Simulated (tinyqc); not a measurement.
Non-radiative capture by multiphonon emission, one effective mode: one step, computed by the program tinyqc.

The initial state (free carrier plus empty centre) lies dE above the final state; both have the same frequency and are displaced by dQ.

Problem. Scaled coefficient, cross-section and lifetime. Sommerfeld factor of an attractive centre: s(k) = 2 pi nu/(1 - exp(-2 pi nu)), nu = sqrt(Ry*/E), Ry* = Ry m/eps^2, averaged over (2/sqrt(pi)) sqrt(x) exp(-x) dx with x = E/k_B T = t^2 (trapezoid, t to 6 in steps of 0.01). C = s C_0; v = sqrt(3 k_B T/m); sigma = C/v; tau = 1/(C N_t).

Inputs (values chosen for the exercise, for a model semiconductor):
```
quantity                 value   unit
carrier mass m           0.369    m_0
dielectric constant eps   9.34      -
temperature T               77      K
defect density N_t       1e+15  cm^-3
```

Centre: attractive.

C_0 = 1.056217e-19 cm^3/s

Constants: Ry = 13.605693123 eV; k_B = 8.617333262e-05 eV/K; k_B = 1.380649e-23 J/K; m_0 = 9.1093837015e-31 kg.

Give: Sommerfeld factor s; capture coefficient C; thermal velocity v; cross-section sigma; capture time.

Solution.

Sommerfeld factor s = 20.88

capture coefficient C = 2.205e-18 cm^3/s

thermal velocity v = 9.741e+06 cm/s

cross-section sigma = 2.264e-25 cm^2

capture time = 453.4 s

Caution: the largest term is not the one nearest energy conservation, so C_0 depends strongly on the broadening b.
